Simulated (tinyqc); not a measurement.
One-electron ion in a basis of Gaussians, step by step. One step of it, computed by the program tinyqc.

Task: Matrices over normalised Gaussians. With p = a_i + a_j and I(k) = Gamma((k+1)/2) / (2 p^((k+1)/2)): S = I(2l+2), T = (2l+3) a_i a_j S / p, V = -Z I(2l+1), each divided by sqrt(S_ii S_jj).

exponents of r^l exp(-a r^2) (1/bohr^2): [3.865000, 6.344000, 10.410000]

Z = 6

l = 0

Give: S; T; V.

Result:

S:
$$\begin{pmatrix}
1.0000 & 0.9554 & 0.8378 \\
0.9554 & 1.0000 & 0.9555 \\
0.8378 & 0.9555 & 1.0000
\end{pmatrix}$$

T (hartree):
$$\begin{pmatrix}
5.7975 & 6.8842 & 7.0840 \\
6.8842 & 9.5160 & 11.2991 \\
7.0840 & 11.2991 & 15.6150
\end{pmatrix}$$

V (hartree):
$$\begin{pmatrix}
-18.8233 & -20.6682 & -21.4302 \\
-20.6682 & -24.1159 & -26.4785 \\
-21.4302 & -26.4785 & -30.8920
\end{pmatrix}$$
